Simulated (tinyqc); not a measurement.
Strain-driven roughening and islands of a mismatched epitaxial film: one step, computed by the program tinyqc. Command: `OMP_NUM_THREADS=1 python tinyqc.py 3003833 3003834 out.jsonl island walk`. One thread of a shared host (Intel(R) Xeon(R) Processor @ 2.30GHz), about 0.01 s of CPU time with the checks.

Film and substrate share isotropic elastic constants; the film is coherent and biaxially strained.

Task: Island nucleation. Shallow faceted island (Tersoff form): E = 4 Gam V^(2/3) tan^(1/3)(theta) - 6 c V tan(theta), Gam = gamma [x/sin(theta) - 1/tan(theta)], x the facet energy over gamma, c = stress^2 (1 - nu)/(2 pi G). The barrier is the maximum of E, at V_c = [4 Gam/(9 c)]^3 / tan^2(theta) (1 GPa nm = 1 J/m^2).

Inputs (values chosen for the exercise, modelled on GaN on AlN):

| quantity | value | unit |
|---|---|---|
| shear modulus G | 123 | GPa |
| Poisson ratio nu | 0.19 | - |
| surface energy gamma | 1.76 | J/m^2 |
| contact angle of the shallow shape theta_1 | 13.7 | degrees |
| contact angle of the steep shape theta_2 | 28.4 | degrees |
| facet energy of shape 1 over gamma | 1 | - |
| facet energy of shape 2 over gamma | 1.04 | - |

stress = 8.348511 GPa

Constants: e = 1.602176634e-19 C.

Give: c; Gam of shape 1; critical volume, shape 1; barrier, shape 1; Gam of shape 2; critical volume, shape 2; barrier, shape 2.

Result:

c = 0.073050 GPa

Gam of shape 1 = 0.21143 J/m^2

critical volume, shape 1 = 35.817 nm^3

barrier, shape 1 = 11.943 eV

Gam of shape 2 = 0.59336 J/m^2

critical volume, shape 2 = 160.94 nm^3

barrier, shape 2 = 119.02 eV

The shallow shape has the lower barrier. Each barrier is a third of the surface term at V_c and scales as Gam^3/c^2, that is as f^(-4).
